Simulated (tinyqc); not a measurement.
What each parameter does: quantum-confined Stark effect in a modulator well.

Envelopes on cells of 0.5 angstrom over the well |z| < L/2 and 45 angstrom of barrier on each side, psi = 0 beyond, psi'/m continuous (mean mass between points), c = hbar^2/2m0. The electron sees + e F z and the hole - e F z, each with its offset in the barriers; 1 kV/cm = 1e-5 eV/angstrom. Light holes, band mixing and escape by tunnelling are left out.

Exciton: in-plane function exp(-rho/lam), 1/mu = 1/me + 1/mp, E(lam) = c/(mu lam^2) - (q/eps) times the integral over k of Fm(k)(1 + (k lam/2)^2)^(-3/2), Fm(k) the double integral of psi_e^2 psi_h^2 exp(-k |z - z'|), q = e^2/(4 pi eps0); binding Eb = -E at the minimum. Line at Eg + E_e + E_h - Eb, strength proportional to overlap^2/lam^2.

Constants: hbar^2/2m0 = 3.80998211 eV angstrom^2; e^2/(4 pi eps0) = 14.39964547 eV angstrom; hc = 1239.841984 eV nm.

Values chosen for the exercise (near those of a Ge well in SiGe, direct gap; not measured data):
- L = 116 angstrom (well width)
- Vc = 0.372 eV (conduction offset)
- Vv = 0.112 eV (heavy-hole offset)
- me = 0.0412 m0 (electron, well)
- meb = 0.0567 m0 (electron, barrier)
- mh = 0.21 m0 (heavy hole along z, well)
- mhb = 0.23 m0 (heavy hole, barrier)
- Eg = 0.836 eV (gap of the well)
- mp = 0.072 m0 (heavy hole in the plane)
- eps = 15.7 (dielectric constant)
- F = 38 kV/cm (field)

Zero-field line, shift at F, overlap^2 and Eb at F.

One parameter was then changed.

Results before and after:
```
case     line (nm)  shift (meV)  overlap^2  Eb (meV)
base        1409.1        -4.40      0.821      3.66
changed     1398.1        -3.42      0.872      3.78
```

Which of these changes was made? (a) Vc = 0.298 eV; (b) L = 106 angstrom; (c) F = 30 kV/cm; (d) eps = 14.1; (e) Vv = 0.14 eV; (f) me = 0.0474 m0; (g) mh = 0.178 m0.

Answer: (b) L = 106 angstrom. Of the candidates, run in turn, only this one gives the changed row.

All candidates:
```
case              line (nm)  shift (meV)  overlap^2  Eb (meV)
base                 1409.1        -4.40      0.821      3.66
L = 106 angstrom     1398.1        -3.42      0.872      3.78
F = 30 kV/cm         1409.1        -2.79      0.879      3.71
Vc = 0.298 eV        1412.4        -4.52      0.814      3.64
Vv = 0.14 eV         1408.5        -4.12      0.835      3.69
me = 0.0474 m0       1414.2        -4.41      0.817      3.90
mh = 0.178 m0        1407.5        -4.27      0.837      3.66
eps = 14.1           1410.3        -4.36      0.821      4.40
```

tinyqc: `OMP_NUM_THREADS=1 python tinyqc.py 1280844 1280845 out.jsonl`; about 0.1 s, one thread, shared Intel(R) Xeon(R) Processor @ 2.30GHz.
